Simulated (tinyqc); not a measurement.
What the thin-film term adds: Deal-Grove kinetics of thermal oxidation of silicon. Computed by tinyqc, a small Python program. Command: `OMP_NUM_THREADS=1 python tinyqc.py 3018344 3018345 out.jsonl oxide walk`. One thread of a shared host (Intel(R) Xeon(R) Processor @ 2.30GHz), about 0.06 s of CPU time with the checks.

Oxidant diffuses through the oxide and reacts at the interface, so that dx/dt = B/(A + 2x) for the oxide thickness x.

Inputs (values chosen for the exercise, close to those used for silicon):

| quantity | value | unit |
|---|---|---|
| prefactor B0 | 809 | um^2/h |
| activation energy E_B | 1.22 | eV |
| prefactor (B/A)0 | 3.41e+06 | um/h |
| activation energy E_A | 2.02 | eV |
| temperature T | 850 | C |
| oxidant pressure p | 1 | atm |
| pressure exponent m of B/A | 0.78 | - |
| initial oxide x_i | 0.025 | um |
| ratio c of the extra rate to B/A | 5.2 | - |
| decay length L | 0.005 | um |

Ambient: dry oxygen. Surface: (100). Extension: thin-film term.

Constants: k_B = 8.617333262e-05 eV/K.

Method:
- B = B0 p exp(-E_B/(k_B T)), B/A = (B/A)0 p^m exp(-E_A/(k_B T)), p in atm; A = B/(B/A).
- Temperatures in kelvin are T(C) + 273.15.
- tau = (x_i^2 + A x_i)/B and x = (A/2) [sqrt(1 + 4 B (t + tau)/A^2) - 1], the root of x^2 + A x = B (t + tau).
- Thin-film (Massoud) form: dx/dt = B/(A + 2x) + c (B/A) exp(-x/L), integrated from x_i by fourth-order Runge-Kutta in 2000 steps, the i-th of length (2 i - 1) t/2000^2.

length A = 0.922443 um

parabolic constant B = 0.00271386 um^2/h

linear constant B/A = 0.00294203 um/h

Thickness:

| t (h) | Deal-Grove (um) | with the term (um) | difference (nm) |
|---|---|---|---|
| 0.02 | 0.02506 | 0.02506 | 0.00205 |
| 0.05 | 0.02514 | 0.02514 | 0.00508 |
| 0.1 | 0.02528 | 0.02529 | 0.01001 |
| 0.3 | 0.02584 | 0.02586 | 0.02837 |
| 1 | 0.02778 | 0.02786 | 0.07817 |
| 3 | 0.03330 | 0.03345 | 0.14673 |
| 10 | 0.05215 | 0.05232 | 0.17448 |
| 30 | 0.10254 | 0.10270 | 0.15965 |

What follows from these numbers?

The gain reaches at most 0.174 nm among these rows, at 10 h, and then shrinks, because the thicker film grows more slowly once diffusion matters. If the base rate kept its starting value B/(A + 2 x_i), the gain would level off at L ln(1 + c (1 + 2 x_i/A) exp(-x_i/L)) = 0.181 nm.
